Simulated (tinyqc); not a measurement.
Comparisons within one model: Wannier functions of a composite (isolated) pair of valence bands (bonds of an sp chain). A value that a table varies takes the place of the one given here.

Each atom has a hybrid pointing left (<) and right (>). H(k): diagonal +V3 on A, -V3 on B; <A<|A>> = -V1a, <B<|B>> = -V1b, <A>|B<> = -V2, <B>|A<> = -V2p exp(ik); k in 1/a, Bloch sums with exp(ikR). The two lowest bands are filled. Trial functions in cell 0: g1 = cos(c) A> + sin(c) B<, and g2 = sin(c) B> + cos(c) A< of cell 1, whose Bloch vector has cos(c) exp(-ik) on A<. Projection A_mn = <psi_m|g_n>, S = A^+ A, Loewdin U = A S^(-1/2), Bloch-like states w_n = sum_m psi_m U_mn, H_W(k) = U^+ diag(E) U. P = sum_m |psi_m><psi_m| is free of phase choices, and S = g^+ P g, w = P g S^(-1/2).

Values chosen for the exercise: V2 = 4.49 eV (coupling in the bond A-B inside the cell); V2p = 4.28 eV (coupling in the bond to the next cell); V1a = 0.63 eV (coupling of the two hybrids on A); V1b = 1.06 eV (the same on B); V3 = 0 eV (A at +V3, B at -V3); xb = 0.58 a (position of B (A at 0)); c = 55 degrees (trial bonds cos(c) on A, sin(c) on B).

## Choice of the trial bonds

N = 12; centres and spreads in real space with point-like hybrids at R and R + xb; smallest eigenvalue of S over the mesh.

Trial angle:

| c (deg) | smallest S | centre 1 (a) | centre 2 (a) | sum of centres | total spread (a^2) | H_12(R = 0), mean over k (eV) |
|---|---|---|---|---|---|---|
| 15 | 0.664 | 0.2912 | 0.7888 | 1.0800 | 0.1308 | -0.5302 |
| 30 | 0.878 | 0.2912 | 0.7888 | 1.0800 | 0.1307 | -0.5293 |
| 45 | 0.991 | 0.2912 | 0.7888 | 1.0800 | 0.1307 | -0.5286 |
| 55 | 0.929 | 0.2912 | 0.7888 | 1.0800 | 0.1307 | -0.5281 |
| 65 | 0.815 | 0.2912 | 0.7888 | 1.0800 | 0.1307 | -0.5276 |
| 75 | 0.664 | 0.2912 | 0.7888 | 1.0800 | 0.1308 | -0.5271 |
| 85 | 0.492 | 0.2912 | 0.7888 | 1.0800 | 0.1308 | -0.5263 |

How do the results move?

The sum of the centres stays at 1.0800 a within 0.0000: it gives the electronic polarisation, modulo a, and is fixed by the filled space. Single centres move by less than 0.0001 a here and H_12(0), a matter of gauge, moves by 4 meV. The total spread runs only from 0.1307 to 0.1308 a^2, so the orthogonalisation repairs even poor trials; the projection is best at c = 45 degrees among these rows, and the two bonds, isolated, have c = 45 and 45.

## Interpolating the pair or each band alone

Largest error on 25 points from 0 to pi. Pair: diagonalise the Hermitian part of sum_R exp(ikR) H(R) over the N cells nearest the origin, with H(R) the mean of exp(-ikR) H_W(k) on the mesh k = 2 pi j/N. Alone: the cosine series of each sorted band on the same mesh.

Errors (meV):

| N | pair | each band alone |
|---|---|---|
| 3 | 4.06671 | 102.97909 |
| 4 | 0.97295 | 23.53980 |
| 5 | 0.07010 | 31.95054 |
| 6 | 0.01472 | 7.53163 |
| 8 | 0.00036 | 2.91355 |
| 10 | 0.00001 | 1.33054 |
| 14 | 0.00000 | 0.27533 |

smallest spacing of the two filled bands = 0.4785 eV

How do the results move?

At N = 6 the pair errs by 0.015 meV and the single bands by 7.5; at N = 10, 9.0e-06 against 1.3. Both fall exponentially: the pair at a rate tied to the gap to the empty bands (7.08 eV), the single bands at a slower one tied to their own spacing (0.479 eV at the closest). Not every column falls at every step, since even meshes hold k = pi and odd ones do not.

## What each parameter does

N = 12: centres, total spread (point-like hybrids at R and R + xb) and H_12(0). Each row changes one parameter from the base and keeps the others.

Results:

| case | centre 1 (a) | centre 2 (a) | total spread (a^2) | H_12(0) (eV) |
|---|---|---|---|---|
| base | 0.2912 | 0.7888 | 0.1307 | -0.5281 |
| V2 = 4.89 eV | 0.2911 | 0.7889 | 0.1305 | -0.5283 |
| V2p = 4.68 eV | 0.2911 | 0.7889 | 0.1305 | -0.5283 |
| V1a = 0.83 eV | 0.2907 | 0.7893 | 0.1313 | -0.5268 |
| V1b = 1.26 eV | 0.2919 | 0.7881 | 0.1315 | -0.6278 |
| V3 = 0.4 eV | 0.3163 | 0.7696 | 0.1297 | -0.5759 |
| xb = 0.63 a | 0.3162 | 0.8138 | 0.1360 | -0.5281 |

What does this show?

The largest shifts from the base row, up to three for each result and ties (the steps differ in size, so this ranks the rows, not the parameters). centre 1 (a): V3 +0.0252, xb +0.0250, V1b +0.0007. centre 2 (a): xb +0.0250, V3 -0.0192, V1b -0.0007. total spread (a^2): xb +0.0052, V3 -0.0010, V1b +0.0008. H_12(0) (eV): V1b -0.0997, V3 -0.0478, V1a +0.0014; unchanged at the printed digits by xb.

(tinyqc, `OMP_NUM_THREADS=1 python tinyqc.py 1482804 1482805 out.jsonl`, Intel(R) Xeon(R) Processor @ 2.30GHz, 1 thread, shared host, about 0.2 s.)
